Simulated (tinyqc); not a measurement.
Length of a molecular wire: coherent transport through a tight-binding bridge. Computed by the program tinyqc. 

A uniform bridge between two chains:
```
parameter                        value
site energy (eV)              2.350000
hopping in the bridge (eV)    1.120000
lead hopping (eV)             2.750000
couplings (eV)              0.36, 0.39
E (eV)                       -0.260000
```

T = Gamma_L Gamma_R |G_1n|^2 with the self-energies of semi-infinite chains.

Transmission against length:
```
sites           T     ln T
2      4.2382e-04   -7.766
3      1.3021e-04   -8.946
4      4.1277e-05  -10.095
5      1.3215e-05  -11.234
6      4.2445e-06  -12.370
7      1.3646e-06  -13.505
8      4.3887e-07  -14.639
9      1.4116e-07  -15.773
10     4.5403e-08  -16.908
```

E lies outside the band of the bridge (|E - e|/2h = 1.165 > 1), so T decays as exp(-beta n) with beta = 2 arccosh(1.165) = 1.1343 a site; the last two rows give 1.1343.
